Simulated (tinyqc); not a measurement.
Avalanche multiplication and breakdown of a junction from ionisation integrals. Inputs raised by 10 %, one at a time. Computed by tinyqc, a small Python program. Command: `OMP_NUM_THREADS=1 python tinyqc.py 3021999 3022000 out.jsonl impact sens`. One thread of a shared host (Intel(R) Xeon(R) Processor @ 2.30GHz), about 0.04 s of CPU time with the checks.

Ionisation coefficients follow the local field. Position x runs through the depletion layer from the p side (x = 0), where electrons enter, to the n side (x = w), where holes enter. The built-in voltage is neglected.

Inputs (values chosen for the exercise, modelled on silicon):

| quantity | value | unit |
|---|---|---|
| electron prefactor a_n | 647000 | 1/cm |
| electron field b_n | 1.26e+06 | V/cm |
| hole prefactor a_p | 1.43e+06 | 1/cm |
| hole field b_p | 2.09e+06 | V/cm |
| exponent c | 1 | - |
| permittivity eps | 11.7 | - |
| drift-layer mobility mu | 480 | cm^2/(V s) |
| doping N of the lightly doped side | 2.4e+15 | 1/cm^3 |
| bias as a fraction of the breakdown voltage | 0.89 | - |

Junction: one-sided abrupt n+p.

Constants: e = 1.602176634e-19 C; eps_0 = 8.8541878128e-12 F/m.

Method:
- alpha_n = a_n exp(-(b_n/F)^c), alpha_p = a_p exp(-(b_p/F)^c).
- Field F = F_m (1 - s), w = eps eps_0 F_m/(e N), V = F_m w/2, with s = 1 - x/w (the peak lies at the n+ side).
- With Phi(x) = int_0^x (alpha_n - alpha_p) dx': 1 - 1/M_n = I_n = int_0^w alpha_n exp(-Phi) dx and M_p = M_n exp(-Phi(w)); trapezoid rule on 401 even points; breakdown at I_n = 1.
- Solve I_n(F_m) = 1.
- Bias V = fraction times the breakdown voltage.
- M_n = 1/(1 - I_n), M_p = M_n exp(-Phi(w)); McIntyre excess noise for the carrier with the larger M, F_x = k M + (1 - k)(2 - 1/M), with k = (smaller M - 1)/(larger M - 1).
- R_on = w/(e mu N) with w the width at breakdown; figure of merit V_B^2/R_on; for a triangular field it equals eps eps_0 mu F_m^3/4.

Runs:

| input moved | from | to | breakdown voltage (V) | critical field F_m (MV/cm) | M_n | specific on-resistance (milliohm cm^2) |
|---|---|---|---|---|---|---|
| base run | - | - | 154.42 | 0.33858 | 9.916 | 4.9421 |
| electron prefactor a_n (1/cm) | 647000 | 711700 | 151.37 | 0.33522 | 10.576 | 4.8931 |
| electron field b_n (V/cm) | 1260000 | 1386000 | 167.25 | 0.35236 | 6.908 | 5.1433 |
| hole prefactor a_p (1/cm) | 1430000 | 1573000 | 152.83 | 0.33684 | 9.405 | 4.9166 |
| hole field b_p (V/cm) | 2090000 | 2299000 | 166.91 | 0.35201 | 15.183 | 5.1381 |
| permittivity eps | 11.7 | 12.87 | 164.85 | 0.33354 | 10.025 | 5.3554 |
| doping N of the lightly doped side (1/cm^3) | 2.4e+15 | 2.64e+15 | 144.70 | 0.34375 | 9.809 | 4.1468 |
| drift-layer mobility mu (cm^2/(V s)) | 480 | 528 | 154.42 | 0.33858 | 9.916 | 4.4929 |

Exponents ln(y'/y) / ln(x'/x):

| input | breakdown voltage | critical field F_m | M_n | specific on-resistance |
|---|---|---|---|---|
| electron prefactor a_n | -0.209 | -0.105 | 0.677 | -0.105 |
| electron field b_n | 0.837 | 0.418 | -3.792 | 0.418 |
| hole prefactor a_p | -0.109 | -0.054 | -0.554 | -0.054 |
| hole field b_p | 0.816 | 0.408 | 4.470 | 0.408 |
| permittivity eps | 0.685 | -0.157 | 0.115 | 0.843 |
| doping N of the lightly doped side | -0.682 | 0.159 | -0.114 | -1.841 |
| drift-layer mobility mu | 0.000 | 0.000 | 0.000 | -1.000 |

Among the inputs moved here: breakdown voltage answers most in size to electron field b_n (exponent +0.837), next to hole field b_p (+0.816); its exponent is below 0.0005 for drift-layer mobility mu. Critical field F_m answers most in size to electron field b_n (exponent +0.418), next to hole field b_p (+0.408); its exponent is below 0.0005 for drift-layer mobility mu. M_n answers most in size to hole field b_p (exponent +4.470), next to electron field b_n (-3.792); its exponent is below 0.0005 for drift-layer mobility mu. Specific on-resistance answers most in size to doping N of the lightly doped side (exponent -1.841), next to drift-layer mobility mu (-1.000). Its exponent -1.000 in drift-layer mobility mu: R_on = w/(e mu N).
